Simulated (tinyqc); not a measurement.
Inside a calculation. Method: lattice vibrations of a chain. Computed by tinyqc, a small Python program that keeps every step. Command: `OMP_NUM_THREADS=1 python tinyqc.py 24916 24917 out.jsonl` (the two numbers bound the seeds that draw the settings). One thread of a shared host (Intel(R) Xeon(R) Processor @ 2.60GHz), about 0.01 s of CPU time with the checks.

## Dynamical matrix at q = 0.39

A chain moving along its axis:
```
atom   mass (u)  spring to the next atom (eV/angstrom^2)
1     74.300000                                15.600000
2     22.300000                                12.900000
```

q is in units of 2 pi/a. A spring k from atom i to atom j, n cells on, adds k to Phi_ii and Phi_jj, -k exp(2 pi i q n) to Phi_ij and the conjugate to Phi_ji (for one atom a cell: 2k (1 - cos 2 pi q n)); D_ij = Phi_ij / sqrt(m_i m_j).

D(q) (eV/(angstrom^2 u)):
```
                     1                    2
1             0.383580  -0.139059+0.202009i
2  -0.139059-0.202009i             1.278027
```

## Frequencies

omega^2 are the eigenvalues; wavenumber = 521.4708 sqrt(eigenvalue) 1/cm.

eigenvalues: 0.320751  1.340856

wavenumbers (1/cm): 295.3  603.8

weights |e|^2 of the mass-weighted modes:
```
          mode 1    mode 2
atom 1  0.938409  0.061591
atom 2  0.061591  0.938409
```

## Dispersion and heat capacity

C/k_B per atom = mean over q = (j + 1/2)/80, j = 0..39 and all branches of y^2 e^y/(e^y - 1)^2, y = hc wavenumber / k_B T.

Wavenumbers (1/cm):
```
q           branch 1    branch 2
0.000000    0.000000  672.193294
0.062500   55.196434  669.923263
0.125000  109.363190  663.237150
0.187500  161.374704  652.535079
0.250000  209.876626  638.588778
0.312500  253.071747  622.734707
0.375000  288.401695  607.180605
0.437500  312.308980  595.236865
0.500000  320.900715  590.649267
```

Heat capacity:
```
T (K)  C/k_B per atom
20           0.051869
50           0.134092
100          0.279307
200          0.525316
300          0.701330
600          0.902346
1200         0.973643
```

zero-point energy per atom = 25.709708 meV
